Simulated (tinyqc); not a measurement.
What moves the results: six-band k.p model of the valence band of a wurtzite crystal. A value that a table varies takes the place of the one given here.

At k = 0: E1 = D1c + D2c + Te + Le (pure HH); E2, E3 = Le + u +/- sqrt(u^2 + 2 D3c^2), u = (D1c - D2c + Te)/2, D1c = Dcr, D2c = D3c = Dso/3. The weight of LH in state 2 is fL = (E2 - Le)^2/((E2 - Le)^2 + 2 D3c^2). Relative strengths of transitions to the conduction band: for E perpendicular to c (TE) 1/2, fL/2, (1 - fL)/2; for E along c (TM) 0, 1 - fL, fL, with one momentum element for both directions.

Strain of a c-plane layer: exx = eyy = e_par, ezz = -2 (C13/C33) e_par; Le = D1 ezz + D2 (exx + eyy), Te = D3 ezz + D4 (exx + eyy).

Conduction edge: Ec = (top of the unstrained valence band) + Eg + (a1 + D1) ezz + (a2 + D2)(exx + eyy).
Constants: kB = 8.617333262e-05 eV/K.

Values chosen for the exercise (of the order of those of hexagonal CdSe; the results hold for these values, not for the real material):
- Dcr = 0.0411 eV (crystal-field splitting)
- Dso = 0.4222 eV (spin-orbit splitting)
- Eg = 1.839 eV (direct gap at Gamma from the top of the unstrained valence band)
- a1 = -0.77 eV (gap potential along c)
- a2 = -3.8 eV (gap potential in the plane)
- D1 = -0.96 eV
- D2 = 1.02 eV
- D3 = 4.12 eV
- D4 = -2.12 eV
- C13 = 40 GPa
- C33 = 87 GPa
- T = 400 K (temperature)
- e_par = 0.0053 (exx = eyy of a c-plane layer)

## Strain and the order of the valence edges

Edges from the unstrained top. Degree of polarisation (TE - TM)/(TE + TM), each state weighted by exp(E/kT) alone (equal densities of states).

Results:
```
e_par (%)  E1 (meV)  E2 (meV)  E3 (meV)     fL  lowest transition (eV)  polarisation
-0.80          40.8     -23.1    -422.7  0.456                  1.8299         0.726
-0.60          30.6     -24.4    -425.8  0.436                  1.8322         0.653
-0.40          20.4     -25.4    -429.2  0.416                  1.8345         0.565
-0.20          10.2     -26.1    -432.8  0.397                  1.8367         0.461
0.00            0.0     -26.5    -436.8  0.379                  1.8390         0.342
0.20          -10.2     -26.6    -441.1  0.360                  1.8413         0.212
0.40          -20.4     -26.4    -445.7  0.343                  1.8435         0.076
0.60          -30.6     -25.9    -450.5  0.326                  1.8411        -0.059
0.80          -40.8     -25.2    -455.6  0.310                  1.8324        -0.188
```

What does this show, and why?

E1 = E2 requires Dcr + Te = 0, which here falls at e_par = 0.51 %, inside the sweep: state 1 is on top for smaller e_par and state 2 beyond. The polarisation goes from +0.73 to -0.19 and changes sign between 0.40 and 0.60 %; the lowest transition moves by +2 meV per 1 % on average, not monotonically: it peaks at e_par = 0.40 % among these rows. The deformation potentials of this set are rough, and the small net slope can differ from measurement even in sign.

## Crystal field against spin-orbit coupling

No strain; Dcr is varied.

Results:
```
Dcr (meV)  Dcr/Dso  E1 (meV)  E2 (meV)  E3 (meV)  E1 - E2 (meV)  E1 - E3 (meV)     fL
-1125.9      -2.67    -985.2      30.5   -1297.2        -1015.7          312.0  0.023
-562.9       -1.33    -422.2      52.4    -756.0         -474.6          333.9  0.065
-281.5       -0.67    -140.8      79.0    -501.3         -219.8          360.5  0.136
-140.7       -0.33       0.0     103.0    -384.5         -103.0          384.5  0.211
0.0           0.00     140.7     140.7    -281.5            0.0          422.2  0.333
140.7         0.33     281.4     199.0    -199.0           82.4          480.5  0.500
281.5         0.67     422.2     281.5    -140.7          140.7          563.0  0.667
562.9         1.33     703.6     501.2     -79.0          202.4          782.7  0.864
1125.9        2.67    1266.6    1023.9     -38.7          242.8         1305.3  0.964
```

What does this show?

At Dcr = 0 the cubic pattern returns: E1 = E2, E3 lies Dso = 422.2 meV lower and fL = 0.333 (1/3). For large positive Dcr, E1 - E2 tends to 2 Dso/3 = 281.5 meV (last row 242.8) and state 2 turns LH-like; for negative Dcr state 2 rises to the top and turns CH-like (98 % in the first row). In every row the two splittings add up to Dcr + Dso and multiply to (2/3) Dcr Dso.

## What each parameter does

Splittings at k = 0 under the strain, fL and the lowest transition. Each row changes one parameter from the base and keeps the others.

Results:
```
case              E1 - E2 (meV)  E1 - E3 (meV)      fL  lowest transition (eV)
base                      -0.97         421.72  0.3318                  1.8441
C13 = 32 GPa               1.71         423.06  0.3360                  1.8403
C33 = 69.6 GPa            -4.34         420.06  0.3266                  1.8466
D4 = -2.544 eV            -3.98         420.24  0.3271                  1.8455
Dso = 0.33776 eV          -0.97         337.28  0.3314                  1.8441
e_par = 0.00424            4.68         424.58  0.3408                  1.8438
Dcr = 0.03288 eV          -6.50         419.03  0.3233                  1.8385
D1 = -1.152 eV            -0.97         421.72  0.3318                  1.8441
a1 = -0.924 eV            -0.97         421.72  0.3318                  1.8448
```

What does this show?

The largest shifts from the base row, up to three for each result and ties (the steps differ in size, so this ranks the rows, not the parameters). E1 - E2 (meV): e_par +5.65, Dcr -5.53, C33 -3.37; unchanged at the printed digits by Dso, D1 and a1. E1 - E3 (meV): Dso -84.44, e_par +2.86, Dcr -2.69; unchanged at the printed digits by D1 and a1. fL: e_par +0.0090, Dcr -0.0085, C33 -0.0052; unchanged at the printed digits by D1 and a1. lowest transition (eV): Dcr -0.0055, C13 -0.0038, C33 +0.0026; unchanged at the printed digits by Dso and D1. D1 and D2 shift all valence edges and the conduction edge alike, so they drop out of splittings and transitions.

Program tinyqc; command `OMP_NUM_THREADS=1 python tinyqc.py 1050157 1050158 out.jsonl`; about 0.01 s on one thread of a shared Intel(R) Xeon(R) Processor @ 2.30GHz.
